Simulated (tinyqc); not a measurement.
Single-junction solar cell, detailed-balance limit: effect of the band gap.

Every photon above the gap Eg makes one pair and none below is absorbed; carriers thermalise at T and move without loss. Jsc = q fs X Phi(Eg, Ts); the dark current is J0 = q ge Phi(Eg, T)/ERE with the Boltzmann factor exp(V/Vt). The efficiency is the electrical power over fs X sigma Ts^4.

Photon flux above E from a black body at temperature T into a hemisphere: Phi(E, T) = A sum_k exp(-k E/th)[E^2 th/k + 2 E th^2/k^2 + 2 th^3/k^3], k = 1, 2, ..., with th = kB T/q in eV and A = 2 pi q^3/(h^3 c^2). J(V) = Jsc - J0 (exp(V/Vt) - 1); Voc = Vt ln(1 + Jsc/J0); at maximum power v = Vmp/Vt solves (1 + v) exp(v) = 1 + Jsc/J0. Pin = fs X sigma Ts^4, sigma = 2 pi^5 kB^4/(15 h^3 c^2). FF = Vmp Jmp/(Voc Jsc).

Values chosen for this exercise:
```
symbol    value  unit                                    meaning
T           350     K                           cell temperature
Ts         7000     K          temperature of the black-body sun
fs      2.16e-5        share of the hemisphere filled by the sun
X            10                                    concentration
ERE        0.01                    external radiative efficiency
ge            2                        number of faces that emit
```

Constants: q = 1.602176634e-19 C, kB = 1.380649e-23 J/K, h = 6.62607015e-34 J s, c = 299792458 m/s, Vt = kB T/q. Results are converted to the units shown.

Results:

| Eg (eV) | Jsc (mA/cm^2) | Voc (V) | Eg/q - Voc (V) | FF | efficiency (%) |
|---|---|---|---|---|---|
| 0.5 | 1611 | 0.2067 | 0.2933 | 0.6162 | 6.978 |
| 0.75 | 1428 | 0.4298 | 0.3202 | 0.7570 | 15.80 |
| 1.25 | 1031 | 0.8901 | 0.3599 | 0.8554 | 26.69 |
| 1.5 | 846.7 | 1.123 | 0.3765 | 0.8787 | 28.42 |
| 1.75 | 683.1 | 1.358 | 0.3921 | 0.8951 | 28.23 |
| 2 | 542.5 | 1.593 | 0.4070 | 0.9074 | 26.66 |
| 2.25 | 425.0 | 1.829 | 0.4214 | 0.9169 | 24.23 |
| 2.5 | 328.9 | 2.065 | 0.4354 | 0.9246 | 21.35 |

Estimate the missing row, Eg = 1 eV.

Computed row:

| Eg (eV) | Jsc (mA/cm^2) | Voc (V) | Eg/q - Voc (V) | FF | efficiency (%) |
|---|---|---|---|---|---|
| 1 | 1229 | 0.6585 | 0.3415 | 0.8197 | 22.55 |

With this row back in the table: As Eg goes from 0.5 to 2.5 eV, Jsc falls from 1610 to 329 mA/cm^2, Voc rises from 0.207 to 2.06 V and the efficiency goes from 6.98 through a maximum of 28.4 (at Eg = 1.5 eV among the rows listed) to 21.4 %. A wider gap raises the voltage and loses photons, hence the maximum.

tinyqc, about 0.01 s, one thread, Intel Xeon 2.30GHz (shared host): `OMP_NUM_THREADS=1 python tinyqc.py 2820020 2820021 out.jsonl`
